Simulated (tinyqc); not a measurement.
From results back to parameters: smearing for a one-band metal on the fcc lattice. Three cases, with inputs chosen for the exercise.

Problem. With Gaussian smearing, f = erfc(x)/2, s = exp(-x^2)/(2 sqrt(pi)), x = (E_k - mu)/sigma and free energy F = E - sigma S, small widths give F(sigma) = E0 - D sigma^2/4, where D is the density of states at the Fermi level (both spins, per cell). F at two widths was computed from hidden E0 and D.

Case 1.

Values chosen: s1 = 0.084 eV; s2 = 0.168 eV.
F(s1) = -2.2438960 eV
F(s2) = -2.2561840 eV

Case 2.

Values chosen: s1 = 0.117 eV; s2 = 0.234 eV.
F(s1) = -3.0574358 eV
F(s2) = -3.0623433 eV

Case 3.

Values chosen: s1 = 0.092 eV; s2 = 0.184 eV.
F(s1) = -2.2377705 eV
F(s2) = -2.2445819 eV

Find: D; E0.

Solution. D = 4 (F(s1) - F(s2))/(s2^2 - s1^2); E0 = F(s1) + D s1^2/4.

Case 1.

D = 2.322 1/eV
E0 = -2.2398 eV

Case 2.

D = 0.478 1/eV
E0 = -3.0558 eV

Case 3.

D = 1.073 1/eV
E0 = -2.2355 eV

Computed by tinyqc, one run a case: `OMP_NUM_THREADS=1 python tinyqc.py N N+1 out.jsonl` with N = 1680948, 1680965, 1680992; one thread of a shared Intel(R) Xeon(R) Processor @ 2.30GHz, about 0.3 s a run at most.
